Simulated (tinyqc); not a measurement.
Inside a calculation. Model: valence-band offset from core levels (Kraut method), with the dipole against the affinity rule.

Computed by the program tinyqc: `OMP_NUM_THREADS=1 python tinyqc.py 2410092 2410093 out.jsonl`, one thread of a shared Intel Xeon 2.30GHz, about 0.01 s for the whole run. Printed values are rounded.

Binding energies are counted downwards from the Fermi level. dEv > 0 means that the valence edge of B lies below that of A, dEc > 0 that the conduction edge of B lies above that of A; dEc + dEv = EgB - EgA. The spectra are made-up values treated as data.

Inputs (values chosen for the exercise); gaps and affinities close to those of gallium arsenide (A) and titanium oxide (B): gap of the substrate A EgA = 1.43 eV; gap of the overlayer B EgB = 3.04 eV; electron affinity of A chiA = 4.02 eV; electron affinity of B chiB = 3.95 eV; core level of bare A cA = 90.88 eV; core level of thick B cB = 76.48 eV; valence-band maximum of thick B vB = 2.66 eV; relative permittivity inside the dipole layer ei = 6.7; thickness of the dipole layer dd = 0.22 nm; core level of A under a thin film of B iA = 91.14 eV; core level of B in that thin film iB = 76.55 eV; background counts in the gap bg = 64.

Constants: q = 1.602176634e-19 C, eps0 = 8.8541878128e-14 F/cm where lengths are in cm. Results are converted to the units shown.

## Valence-band maximum of bare A

```
point  binding energy (eV)  counts on the leading edge
0                     1.02                         371
1                     1.14                         482
2                     1.26                         658
3                     1.38                         798
4                      1.5                         942
5                     1.62                        1039
```

Fit a straight line to the leading edge by least squares; the maximum vA lies where it meets the background.

slope = 1157.14 counts/eV
intercept = -812.429 counts
vA = 0.757407 eV

## Offsets

dEv = (iB - iA) - (cB - vB) + (cA - vA), dEc = EgB - EgA - dEv.

cA - vA = 90.1226 eV
cB - vB = 73.82 eV
iB - iA = -14.59 eV
dEv = 1.71259 eV
dEc = -0.102593 eV

The alignment is type II (staggered). The conduction-band offset is below the 1 eV usually asked of a gate dielectric. A rigid shift of all levels, by charging or doping, cancels in the differences.

## Interface dipole

The affinity rule gives dEc(0) = chiA - chiB; the dipole step is D = dEc - dEc(0), and two sheets of opposite charge dd apart hold N = eps0 ei |D|/(q dd).

dEc(0) = 0.07 eV
D = -0.172593 eV
N = 2.90478e13 cm^-2
field in the dipole layer = 7.84512 MV/cm

N is 0.041 elementary charges for each of about 7e14 surface atoms per cm^2.
